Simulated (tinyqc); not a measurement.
From results back to parameters: core-shell quantum dot (spherical envelope functions).

Problem. The lowest electron level was computed from a hidden shell thickness H.

Parabolic bands; strain and other valleys are left out. s states, u = r psi, hard wall at R + H, c = hbar^2/2m0, energies from the band edges of the core. Core: u = sin(k1 r)/k1, k1 = sqrt(m1 E/c). At R, psi and psi'/m are continuous, so u is continuous and its slope in the shell is s = u/R + (m2/m1)(u' - u/R). Shell: u(R + x) = u(R) cos(k2 x) + s sin(k2 x)/k2, k2 = sqrt(m2 (E - V)/c); for negative arguments the functions turn into sinh and cosh. A level has u(R + H) = 0.

Constants: hbar^2/2m0 = 3.80998211 eV angstrom^2.

Inputs chosen for the exercise (near those of a GaAs/AlGaAs core-shell dot; the results hold for these values, not for the real material):
```
symbol  value  unit      meaning
R       30     angstrom  core radius
Vc      0.249  eV        conduction edge of the shell above that of the core
me1     0.066  m0        electron, core
me2     0.094  m0        electron, shell
```

E_e = 0.2475035 eV

Find: u(R); s; H.

Solution. u(R) and s follow from E_e; u(R + H) = 0 gives tanh(kappa H) = -kappa u(R)/s.

u(R) = 14.104 angstrom
s = -0.7456
H = 19.0 angstrom

Computed by tinyqc, a small Python program: `OMP_NUM_THREADS=1 python tinyqc.py 1251594 1251595 out.jsonl` (the numbers bound the seed that draws the inputs); one thread of a shared host (Intel(R) Xeon(R) Processor @ 2.30GHz), about 0.03 s for the whole set of steps.
